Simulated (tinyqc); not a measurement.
Growth of a silicide layer between metal and silicon: linear-parabolic kinetics, ramp anneals and Kissinger analysis. From completion time back to metal thickness h. Computed by tinyqc, a small Python program. Command: `OMP_NUM_THREADS=1 python tinyqc.py 3020507 3020508 out.jsonl silicide inv`. One thread of a shared host (Intel(R) Xeon(R) Processor @ 2.30GHz), about 0.07 s of CPU time with the checks.

One compound layer of thickness x grows by diffusion through itself and reaction at an interface, dx/dt = 1/(2x/K + 1/v), until the metal is used up at x = a h.

Inputs (values chosen for the exercise, modelled on Ni2Si):

| quantity | value | unit |
|---|---|---|
| silicide formed per metal thickness a | 1.47 | - |
| prefactor of the parabolic constant K | 6.2e+14 | nm^2/s |
| activation energy E of K | 1.56 | eV |
| prefactor of the interface velocity v | 8.9e+14 | nm/s |
| activation energy E_v | 1.72 | eV |
| temperature T | 300 | C |
| time t | 43 | s |

Constants: k_B = 8.617333262e-05 eV/K.

Method:
- The silicide ends at the thickness a h.
- K = K0 exp(-E/(k_B T)), v = v0 exp(-E_v/(k_B T)).
- Temperatures in kelvin are T(C) + 273.15.
- x^2/K + x/v = t, so x = (K/(2v)) [sqrt(1 + 4 v^2 t/K) - 1], capped at a h; completion time t_c = (a h)^2/K + a h/v, a h being the final thickness; crossover thickness K/v.

Problem. A run gave the result below. Find the metal thickness h, known to lie between 17 and 49 nm.

completion time = 178.2881 s

Solution.

Each step takes the trial c = (a f_b - b f_a)/(f_b - f_a), f being the result less the target and a, b, c the logarithms of the listed values; c replaces end b, the old b replaces a if the sign of f changed, and otherwise f_a is halved.

Scan of the range:

| metal thickness h (nm) | completion time (s) |
|---|---|
| 17.0 | 89.903 |
| 20.3 | 119.531 |
| 24.2 | 159.650 |
| 28.9 | 215.346 |
| 34.4 | 290.719 |
| 41.1 | 397.394 |
| 49.0 | 544.141 |

False position (Illinois rule, in the logarithm of the input) inside the bracket:

| step | end a | end b | trial | completion time (s) |
|---|---|---|---|---|
| 1 | 24.2000 | 28.9000 | 25.6809 | 176.332 |
| 2 | 28.9000 | 25.6809 | 25.8334 | 178.095 |
| 3 | 28.9000 | 25.8334 | 25.8632 | 178.441 |
| 4 | 25.8334 | 25.8632 | 25.8500 | 178.288 |
| 5 | 25.8632 | 25.8500 | 25.8500 | 178.288 |

Completion time rises at every point of a 13-point scan of the range (every second point is shown), so one value fits; it is bracketed by 24.2 and 28.9. Answer: metal thickness h = 25.85 nm.
